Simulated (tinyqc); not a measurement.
# From vertical rate back to sheath voltage V

Model: ion-assisted plasma etching: sheath, surface coverage, synergy and aspect-ratio dependence. Computed by tinyqc, a small Python program. Command: `OMP_NUM_THREADS=1 python tinyqc.py 3003654 3003655 out.jsonl etch inv`. One thread of a shared host (Intel(R) Xeon(R) Processor @ 2.30GHz), about 0.01 s of CPU time with the checks.

Radicals adsorb on bare sites; ions remove covered sites with a high yield and bare sites by sputtering; a slow spontaneous reaction acts everywhere, walls included.

Inputs (values chosen for the exercise, close to those used for silicon dioxide in a fluorocarbon plasma):
```
quantity                                value       unit
plasma density n_e                    4.6e+11     1/cm^3
electron temperature T_e                  3.6         eV
ion mass M_i                               40          u
radical density n                     2.4e+12     1/cm^3
radical mass M_n                           50          u
gas temperature T_g                       300          K
sticking coefficient s                  0.096          -
radicals per removed unit x                 2          -
yield slope b                            0.21  eV^(-1/2)
threshold E_th                             17         eV
sputter slope b_p                       0.014  eV^(-1/2)
sputter threshold E_p                      28         eV
spontaneous reaction probability k_c  8.1e-06          -
solid density N                       2.2e+22     1/cm^3
ion temperature T_i                       0.2         eV
```

Feature: round hole.

Constants: e = 1.602176634e-19 C; u = 1.6605390666e-27 kg; k_B = 1.380649e-23 J/K; eps_0 = 8.8541878128e-12 F/m.

Method:
- Bohm speed u_B = sqrt(e T_e/M_i); ion flux G_i = 0.61 n_e u_B; radical flux G_n = n c/4 with c = sqrt(8 k_B T_g/(pi M_n)).
- Debye length lambda_D = sqrt(eps_0 T_e/(e n_s)) with n_s = 0.61 n_e, T_e in volts; Child-law sheath d = (sqrt2/3) lambda_D (2 V/T_e)^(3/4); ion energy E = V + T_e/2; angular spread = arctan(sqrt(T_i/E)).
- Yields: Y = b (sqrt(E) - sqrt(E_th)) on covered sites, Y_p = b_p (sqrt(E) - sqrt(E_p)) on bare ones (zero below threshold).
- Steady coverage: s G_n (1 - theta) = x Y G_i theta; removal flux = Y G_i theta + Y_p G_i (1 - theta) + k_c G_n; rate = flux/N, 1 cm/s = 6e8 nm/min.
- Lateral rate = k_c G_n/N; anisotropy = 1 - lateral/vertical; synergy = vertical/(ions alone + radicals alone), with ions alone Y_p G_i/N and radicals alone the lateral rate.

Task: A run gave the result below. Find the sheath voltage V, known to lie between 78 and 240 V.

vertical rate = 206.8816 nm/min

Result:

Each step takes the trial c = (a f_b - b f_a)/(f_b - f_a), f being the result less the target and a, b, c the logarithms of the listed values; c replaces end b, the old b replaces a if the sign of f changed, and otherwise f_a is halved.

Scan of the range:
```
sheath voltage V (V)  vertical rate (nm/min)
78.0                                 141.235
94.1                                 168.359
113.0                                197.441
137.0                                231.110
165.0                                266.895
199.0                                306.517
240.0                                350.063
```

False position (Illinois rule, in the logarithm of the input) inside the bracket:
```
step    end a    end b    trial  vertical rate (nm/min)
1     113.000  137.000  119.270                 206.552
2     137.000  119.270  119.492                 206.870
3     137.000  119.492  119.507                 206.892
4     119.492  119.507  119.500                 206.882
```

Vertical rate rises at every point of a 13-point scan of the range (every second point is shown), so one value fits; it is bracketed by 113 and 137. Answer: sheath voltage V = 119.5 V.
